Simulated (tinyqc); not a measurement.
Matthiessen's rule against the full average: mobility of a non-polar semiconductor in the relaxation-time approximation. Computed by tinyqc, a small Python program. Command: `OMP_NUM_THREADS=1 python tinyqc.py 3023075 3023076 out.jsonl rta walk`. One thread of a shared host (Intel(R) Xeon(R) Processor @ 2.30GHz), about 0.01 s of CPU time with the checks.

Each valley is treated as a sphere of mass m_d for states and rates, with one isotropic relaxation time; the conductivity mass m_c sets the current.

Inputs (values chosen for the exercise, modelled on electrons in germanium): longitudinal mass m_l = 1.63 m_0; transverse mass m_t = 0.0844 m_0; equivalent valleys Z = 4; non-parabolicity alpha = 0.67 1/eV; static permittivity eps_s = 16; density rho = 5323 kg/m^3; sound velocity v_l = 5240 m/s; acoustic deformation potential D_A = 12 eV; phonon energy hbar w = 31.9 meV; optical or intervalley deformation potential D_o = 5.6 1e8 eV/cm; final valleys Z_f = 3; carrier density n = 1.2e+16 1/cm^3; compensation ratio C = 0; temperature T = 100 K; alloy fraction x = 0.35; alloy potential U = 0.4 eV; lattice constant a = 5.63 angstrom.

Band: Kane. Impurity formula: Conwell-Weisskopf. Further scattering: alloy.

Constants: k_B = 8.617333262e-05 eV/K; m_0 = 9.1093837015e-31 kg; e = 1.602176634e-19 C; hbar = 1.054571817e-34 J s; eps_0 = 8.8541878128e-12 F/m; k_B = 1.380649e-23 J/K; hbar = 6.582119569e-16 eV s.

Method:
- m_d = (m_l m_t^2)^(1/3); 1/m_c = (1/m_l + 2/m_t)/3; Hall mass factor A = 3 K_m (K_m + 2)/(2 K_m + 1)^2, K_m = m_l/m_t; N_I = n (1 + C)/(1 - C).
- Kane band: hbar^2 k^2/(2 m) = E (1 + alpha E), speed v = hbar k/(m (1 + 2 alpha E)), states per spin, volume and energy g(E) = m k (1 + 2 alpha E)/(2 pi^2 hbar^2); overlap factors are set to 1. Here m = m_d. Masses are multiplied by m_0 and all formulas are in SI units.
- The reduced Fermi level eta = E_F/(k_B T) solves n = 2 Z int g f dE with f = 1/(1 + exp(x - eta)) (Z = 1 unless valleys are given); screening length L_s = sqrt(eps_s eps_0 k_B T/(e^2 dn/deta)), dn/deta = 2 Z int g f (1 - f) dE.
- Integrals over x = E/(k_B T) use 160 Gauss-Legendre points in u = sqrt(x) from 0 to sqrt(max(eta, 0) + 32).
- Phonon occupation N_q = 1/(exp(hbar w/(k_B T)) - 1).
- Acoustic deformation potential (elastic, equipartition, absorption and emission together): 1/tau = 2 pi k_B T D_A^2 g(E)/(hbar rho v_l^2).
- Optical or intervalley deformation potential: 1/tau = (pi Z_f D_o^2/(rho w)) [N_q g(E + hbar w) + (N_q + 1) g(E - hbar w)], with g = 0 below the band edge.
- Each optical term is multiplied by (1 - f(E'))/(1 - f(E)), E' the final energy, for Pauli blocking.
- Singly charged impurities, momentum relaxation: 1/tau = N_I e^4 m (1 + 2 alpha E) Phi/(8 pi (eps_s eps_0)^2 hbar^3 k^3), with alpha = 0 for a parabolic band.
- Conwell-Weisskopf: Phi = ln(1 + y^2), y = 4 pi eps_s eps_0 E N_I^(-1/3)/e^2 (largest impact parameter N_I^(-1/3)/2).
- Alloy disorder: 1/tau = (2 pi/hbar) Omega x (1 - x) U^2 g(E), Omega = a^3/4 (other conventions for Omega rescale U).
- mu = (m_d/m_c) (2 Z e/(3 n k_B T)) int g v^2 tau f (1 - f) dE.
- Averages over x are split at the emission threshold x_0 = hbar w/(k_B T): 64 Gauss-Legendre points in sqrt(x) below it and 128 in sqrt(x - x_0) above it, up to x = max(eta, 0) + 32.
- Rates are added at each energy before the average. With <y> = int g v^2 y f (1 - f) dE: Hall factor r_H = A (3 n k_B T/(2 Z m_d)) <tau^2/(1 + 2 alpha E)>/<tau>^2 (alpha = 0 for a parabolic band); Hall mobility r_H mu; |S| = (k_B/e) (<x tau>/<tau> - eta); resistivity 1/(n e mu).
- Matthiessen's rule adds 1/mu of the separate processes.

acoustic mobility = 22912.1 cm^2/(V s)

optical mobility = 284311 cm^2/(V s)

ionised impurity mobility = 50781.1 cm^2/(V s)

alloy mobility = 19192.2 cm^2/(V s)

drift mobility mu = 6927.87 cm^2/(V s)

Separate mobilities:
```
process           mu (cm^2/(V s))  share of the sum of 1/mu (%)
acoustic               2.2912e+04                        36.689
optical                2.8431e+05                         2.957
ionised impurity       5.0781e+04                        16.554
alloy                  1.9192e+04                        43.800
```

mobility by Matthiessen's rule = 8406.2 cm^2/(V s)

excess of Matthiessen's rule over the full mu = 21.339 %

What does the comparison show, and why?

The rule gives 8406 against the full 6928, 21.3 % too high; it can only overestimate, since each separate average is carried by the energies where that process is weak. The largest shares are alloy (44 %) and acoustic (37 %). Caution: n is taken as given; at low temperature (in diamond even at 300 K) real dopants can freeze out, which changes n and N_I.

Extremes, crossings and ranges named in words are read from the listed rows.
